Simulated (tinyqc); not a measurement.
How the errors depend on the field: Haynes-Shockley experiment: drift, diffusion and decay of a minority-carrier pulse. Computed by tinyqc, a small Python program. Command: `OMP_NUM_THREADS=1 python tinyqc.py 3110789 3110790 out.jsonl haynes walk`. One thread of a shared host (Intel(R) Xeon(R) Processor @ 2.30GHz), about 0.02 s of CPU time with the checks.

A thin sheet of excess carriers is made at x = 0, t = 0 in a long uniform bar; injection is low, so the pulse moves with the minority mobility.

Inputs (values chosen for the exercise, modelled on holes in n-type germanium in a lightly doped bar): minority mobility mu = 1980 cm^2/(V s); lifetime tau = 150 microsecond; temperature T = 330 K; field F = 17 V/cm; distance d to the collector = 0.93 cm; injected sheet density N0 = 2.2e+09 1/cm^2.

Constants: k_B = 8.617333262e-05 eV/K.

Method:
- D = mu k_B T/e, v = mu F.
- Transit time d/v, diffusion length sqrt(D tau), drift length v tau, Peclet number v d/D = e F d/(k_B T).
- dn(x, t) = N0/sqrt(4 pi D t) exp(-(x - v t)^2/(4 D t) - t/tau).
- At fixed x the signal peaks where d ln(dn)/dt = 0: a t^2 + t/2 - x^2/(4 D) = 0 with a = v^2/(4 D) + 1/tau.
- The full width at half maximum is found by solving dn(x, t) = peak/2 on both sides of the peak.
- With w that width: mu = d/(F t_p); D = (w d)^2/(16 ln2 t_p^3). The field is scaled by the factors listed.

D = 56.3057 cm^2/s

Errors of the simple reading:
```
factor  F (V/cm)   v d/D  v^2 tau/(4 D)  error of mu (%)  error of D (%)
0.5          8.5   278.0            189          0.62508         0.60956
0.7         11.9   389.2            370          0.39242         0.43554
1.0         17.0   556.0            755          0.24627         0.30487
1.5         25.5   833.9           1698          0.14943         0.20320
2.5         42.5  1389.9           4716          0.08257         0.12189
4.0         68.0  2223.8          12073          0.04912         0.07617
7.0        119.0  3891.7          36975          0.02705         0.04352
```

The error of mu falls from 0.625 to 0.0271 %. For large v d/D it is about D/(v d) + 2 D/(v^2 tau), here 0.0270 % in the last row: one part from spreading, one from recombination.

Extremes, crossings and ranges named in words are read from the listed rows.
